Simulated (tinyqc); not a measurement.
Worked calculation: stress in a transistor channel from embedded alloy regions, liners and fins, by half-space elasticity. Computed by tinyqc, a small Python program that keeps every step. Command: `OMP_NUM_THREADS=1 python tinyqc.py 3019046 3019047 out.jsonl stressor walk`. One thread of a shared host (Intel(R) Xeon(R) Processor @ 2.30GHz), about 0.01 s of CPU time with the checks. Intermediate numbers are printed to about 5 digits and carried at full precision; extremes and crossings named in words are read from the listed rows.

Plane strain in an isotropic half-space, the same constants everywhere; x along the channel from its centre, y downwards from the free surface; stress is positive in tension.

Inputs (values chosen for the exercise, modelled on silicon):
```
quantity                                   value      unit
alloy fraction x                             0.2         -
lattice change per unit x, beta           0.0417         -
Young's modulus E                            167       GPa
Poisson ratio nu                            0.21         -
channel length L                              52        nm
length of each stressor S                    135        nm
recess depth d                                35        nm
depth of the field point y                   4.1        nm
liner stress                                -2.8       GPa
liner thickness t                             15        nm
length of a cut fin or stripe                460        nm
height of the strained layer h                42        nm
longitudinal piezoresistance coefficient    73.9  1e-11/Pa
vertical piezoresistance coefficient       -0.94  1e-11/Pa
```

Stressor: Si(1-x)Ge(x) source and drain.

## Misfit and the pressure on the side walls

Misfit e = beta x. A fully constrained inclusion holds the stress -p with p = E e/(1 - 2 nu); a blanket film would hold -E e/(1 - nu) in the plane.

misfit e = 0.00834

p = 2.4013 GPa

stress of a blanket film = -1.7630 GPa

## Stress at the centre of the channel

A line element dA of misfit at (a, c) in the half-space gives, with C = E e/(2 pi (1 - nu)), X = x - a, r1^2 = X^2 + (y - c)^2, r2^2 = X^2 + Y^2, Y = y + c: s_xx = -C dA {[X^2 - (y - c)^2]/r1^4 + 3 [X^2 - Y^2]/r2^4 + 4 y Y (Y^2 - 3 X^2)/r2^6}, s_yy = C dA {[X^2 - (y - c)^2]/r1^4 - [X^2 - Y^2]/r2^4 + 4 y Y (Y^2 - 3 X^2)/r2^6}. These are integrated over two rectangles, L/2 < |a| < L/2 + S, 0 < c < d (closed form in a, 200 Gauss-Legendre points in c).

s_xx = -1374.2 MPa

s_yy = -5.8311 MPa

s_xx over the blanket-film stress = 0.77946

The channel is compressed along its length; s_yy is 0.0042 of s_xx in size and vanishes at the surface.

## Closed form at the surface

At x = y = 0 the integral is s_xx = -(4/pi) [E e/(1 - nu)] [arctan(2 d/L) - arctan(d/(L/2 + S))].

s_xx at the surface = -1611.3 MPa

For fixed L and S it is largest at d = sqrt((L/2)(L/2 + S)) = 64.7 nm; d is short of that.

## A stressed liner, as two edge forces

The liner over source and drain ends at the gate, x = -/+ L/2, and pulls there with the force per width F = (liner stress) t along the surface. A tangential line force gives s_xx = (2 F/pi) X^3/(X^2 + y^2)^2 at the distance X; two of them add at the centre, X = L/2. For L > 3.5 y the concentrated force is an upper bound.

edge force F = -42 N/m

s_xx from the liner = -1958.2 MPa

Caution: the real force is spread over several liner thicknesses, so for a channel this short the concentrated force clearly overstates the stress.

## Mobility change, linear estimate

d mu/mu = -(pi_L s_xx + pi_z s_yy) for the embedded regions alone; the stress across the width is left out.

mobility change = 101.55 %

The vertical stress supplies -0.0055 of these points. Caution: beyond a few hundred MPa bulk piezoresistance coefficients no longer describe an inversion layer well.

## Relaxation at the ends of a cut stripe

Shear-lag estimate for a stripe of length l and height h on a like substrate: the stress along it is s(x)/s_film = 1 - cosh(x/lam)/cosh(l/(2 lam)), lam = (pi/2) g h with g = 1.258; mean = 1 - (2 lam/l) tanh(l/(2 lam)).

transfer length lam = 82.995 nm

share kept at the centre = 0.87532

share kept on average = 0.64197

The ends reach the centre.

## Along the channel and with depth

The formulas are those given above.

Stress (MPa):
```
2x/L  s_xx at y  s_yy at y  s_xx at d/2  s_xx at 1.5 d
0.0     -1374.2     -5.831      -707.17          58.90
0.2     -1373.3     -4.874      -706.27          62.03
0.4     -1363.9     -0.887      -708.60          72.55
0.6     -1317.9     13.320      -730.69          93.48
0.8     -1161.2     97.803      -797.09         127.44
```

Near the surface s_xx changes by -15 % from the centre to 2x/L = 0.8. At the centre, s_xx at half the recess depth is 0.51 of its value at y, and below the recess -0.04. An element acts with the sign of X^2 - (y - c)^2, so its direct term reverses where the offset in depth exceeds the lateral distance, and the image terms that amplify the stress near the surface fade with depth.

## Shrinking the pitch

L and S are scaled together at fixed d, then S alone, then L alone.

S_xx at the centre (MPa):
```
scale  L and S scaled  S alone  L alone
0.35           -915.7   -878.6  -1580.3
0.50          -1233.5  -1062.0  -1615.3
0.70          -1382.3  -1224.2  -1549.0
1.00          -1374.2  -1374.2  -1374.2
1.40          -1240.8  -1490.7  -1135.9
2.00          -1024.0  -1587.9   -853.3
3.00           -761.1  -1669.8   -559.2
```

Halving S alone keeps 0.77 of the stress, halving L alone gives 1.18, and halving both 0.90: a shorter channel brings the walls closer, a shorter stressor brings its far wall, which pulls the other way, closer too. Neighbouring devices are left out.

Checks made by the program: surface stress against its closed form; zero normal stress at the surface (relative difference below 1e-10).
